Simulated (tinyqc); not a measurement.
Pressure-driven transition between two phases with analytic equations of state: one step, computed by the program tinyqc. Command: `OMP_NUM_THREADS=1 python tinyqc.py 3026782 3026783 out.jsonl transition walk`. One thread of a shared host (Intel(R) Xeon(R) Processor @ 2.30GHz), about 0.02 s of CPU time with the checks.

Each phase obeys E = E0 + (9 B0 V0/h^2) {1 + [h (1 - x) - 1] exp(h (1 - x))}, P = 3 B0 (1 - x) x^-2 exp(h (1 - x)), x = (V/V0)^(1/3), h = (3/2)(B' - 1); E0 = 0 for phase 1 and Delta E0 for phase 2. H = E + P V.

Problem. Shift with temperature. Start from P = Delta E0/(V0 of phase 1 - V0 of phase 2); at each P solve P(V) = P for both phases and step P(new) = P - (H_2 - H_1)/(V_2 - V_1); stop when |H_2 - H_1| < 1e-10 eV. At the zero-temperature transition the volume change is V_2/V_1 - 1 and the work is P (V_1 - V_2). At T the condition is H_2 - H_1 - T Delta S = 0, with Delta S constant and thermal expansion left out; the Clausius-Clapeyron slope is dP/dT = Delta S/(V_2 - V_1) at the zero-temperature point.

Inputs (values chosen for the exercise, for two model phases):

| quantity | value | unit |
|---|---|---|
| volume V0 of phase 1 | 30.5 | angstrom^3/atom |
| B0 of phase 1 | 34.9 | GPa |
| B' of phase 1 | 4.94 | - |
| volume V0 of phase 2 | 23.8 | angstrom^3/atom |
| B0 of phase 2 | 34.9 | GPa |
| B' of phase 2 | 4.41 | - |
| energy of phase 2 above phase 1, Delta E0 | 0.05 | eV/atom |
| entropy of phase 2 less phase 1, Delta S | 0.58 | k_B/atom |
| temperature T | 600 | K |

Equation of state: Vinet.

V_2 at the transition = 23.04069 angstrom^3

V_1 at the transition = 29.53448 angstrom^3

transition pressure = 1.215107 GPa

Constants: k_B = 8.617333262e-05 eV/K; 1 eV/angstrom^3 = 160.2176634 GPa.

Give: Clapeyron slope; transition pressure at T; linear estimate at T.

Solution.

Clapeyron slope = -1.233 MPa/K

transition pressure at T = 0.4818 GPa

linear estimate at T = 0.4752 GPa

The dense phase has the higher entropy, so heating lowers the transition pressure. Caution: a constant Delta S holds only at high temperature; it vanishes as T goes to 0, so the shift counted from T = 0 is somewhat too large.
